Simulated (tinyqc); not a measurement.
Thermal and gravitational stress in a wafer during furnace and rapid thermal processing, and the onset of slip: one step, computed by the program tinyqc. Command: `OMP_NUM_THREADS=1 python tinyqc.py 3015926 3015927 out.jsonl slip walk`. One thread of a shared host (Intel(R) Xeon(R) Processor @ 2.30GHz), about 0.01 s of CPU time with the checks.

A thin free disc in plane stress, isotropic; T(r) = T_centre + dT (r/R)^n with n = 2. Stress is positive in tension; sigma_SB = 5.670374419e-8 W/(m^2 K^4), g = 9.80665 m/s^2.

Problem. Ramp rate in a batch furnace. Critical resolved stress tau_c = A exp(U/(k_B T)), a form chosen for the exercise; slip when 0.492799 |s_tt(R)| > tau_c; allowed |dT| = tau_c (n + 2)/(0.492799 n alpha E). In a stack heated from the rim, heat flows inward by conduction and by radiation between wafers: k_eff = k + (16/3) sigma_SB T^3 s^2/t (a diffusion estimate with the spacing as path length). A steady ramp gives the parabolic lag dT = rho c (ramp) R^2/(4 k_eff); the allowed ramp uses n = 2.

Inputs (values chosen for the exercise, for a model wafer):
```
quantity                              value        unit
wafer radius R                          150          mm
thickness t                             775  micrometre
Young's modulus E                       140         GPa
expansion alpha                        4.48      1e-6/K
temperature T                          1200           K
prefactor A of the critical stress  0.00028         MPa
energy U of the critical stress           1          eV
density rho                            2330      kg/m^3
heat capacity c                         941    J/(kg K)
conductivity k                           25     W/(m K)
wafer spacing s                          12          mm
ramp rate                               8.1       K/min
```

Constants: k_B = 8.617333262e-05 eV/K.

Give: k_eff; lag of the centre; allowed ramp rate.

Solution.

k_eff = 122.1 W/(m K)

lag of the centre = 13.64 K

allowed ramp rate = 17.05 K/min

Radiation carries 80 % of the inward flow. The ramp is 0.48 of the allowed one.
